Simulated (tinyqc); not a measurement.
Inside a calculation. Model: floating body of a partially depleted SOI transistor: body voltage and kink.

Computed by the program tinyqc: `OMP_NUM_THREADS=1 python tinyqc.py 2182192 2182193 out.jsonl`, one thread of a shared Intel Xeon 2.30GHz, about 0.2 s for the whole run. Printed values are rounded.

Source at 0 V. Channel current Ic = 2 nf K Vt^2 [F(0) - F(Vd)](1 + la Vd), F(V) = ln^2(1 + exp((Vg - VT - nf V)/(2 nf Vt))), VT = VT0 - gb Vb. Saturation voltage Vs = 2 Vt sqrt(F(0)) + 3 Vt, excess Ve = (Vd - Vs + sqrt((Vd - Vs)^2 + 0.0004 V^2))/2, multiplication M1 = Ai Ve exp(-Bl/Ve). Each junction passes D(v) = J1 (exp(v/Vt) - 1) + J2 (exp(v/(2 Vt)) - 1). Bipolar current Ib = bb J1 (exp(Vb/Vt) - 1). The body settles where M1 (Ic + Ib) = D(Vb) + D(Vb - Vd) + Vb/Rb; drain current Id = (1 + M1)(Ic + Ib) - D(Vb - Vd).

Inputs (values chosen for the exercise); values of the order met in partially depleted silicon-on-insulator transistors: temperature T = 300 K; threshold at zero body voltage VT0 = 0.4 V; fall of the threshold per volt of body voltage gb = 0.16; slope factor nf = 1.4; gain factor per width K = 400 uA/(V^2 um); channel-length modulation factor la = 0.02 1/V; impact-ionisation prefactor Ai = 3.95 1/V; impact-ionisation voltage Bl = 5.6 V; diffusion saturation current of each junction J1 = 7.4e-12 uA/um; recombination saturation current of each junction J2 = 2.2e-9 uA/um; gain of the lateral bipolar transistor on the diffusion current bb = 0; resistance of a weak body tie to the source (1e9 stands for no tie, and the term is then dropped) Rb = 1e9 kohm um; gate voltage Vg = 0.96 V; drain voltage Vd = 1.6 V.

Constants: q = 1.602176634e-19 C, kB = 1.380649e-23 J/K, Vt = kB T/q. Results are converted to the units shown.

Range of the model: The multiplication law is an empirical form chosen for the exercise; self-heating and capacitive coupling to the body are left out, and the linear laws are rough once Vb passes about 0.7 V or M1 about 0.1.

## Starting value

Vb = 0.59 V.

Vb at the start = 0.59 V

## Iteration 1: new Vb

Current into the body I_in = M1 (Ic + Ib) - D(Vb - Vd), current out I_out = D(Vb) + Vb/Rb; f = ln(I_in/I_out), s = df/dVb by central differences over 1e-5 V, Vb(new) = Vb - f/s.

Ic = 63.13637 uA/um
Ve = 1.055104 V
M1 = 0.02064714
I_in = 1.303586 uA/um
I_out = 0.06056513 uA/um
f = 3.069155
s = -38.81241 1/V
Vb after iteration 1 = 0.6690766 V

## Iteration 2: new Vb

As before.

Ic = 65.60104 uA/um
Ve = 1.046069 V
M1 = 0.01955307
I_in = 1.282702 uA/um
I_out = 1.286868 uA/um
f = -0.003242898
s = -38.88226 1/V
Vb after iteration 2 = 0.6689932 V

## Course of the iteration

Stop when the step is below 1e-10 V, or after 40 iterations.

Course of the iteration:

| iteration | Vb before the step (V) | step (V) |
|---|---|---|
| 1 | 0.59 | 0.0791 |
| 2 | 0.6690766 | -8.34e-5 |
| 3 | 0.6689932 | -4.66e-11 |

Converged in 3 iterations.

## Drain current with floating and with grounded body

converged Vb = 0.6689932 V

Id and VT at the converged Vb, Id at Vb = 0, their ratio, and the bipolar share Ib/(Ic + Ib).

VT = 0.2929611 V
Id, floating = 66.88114 uA/um
Id, grounded = 47.63576 uA/um
ratio = 1.404011
bipolar share = 0.000000 %

The body rises to 0.669 V and lowers the threshold by 107 mV.
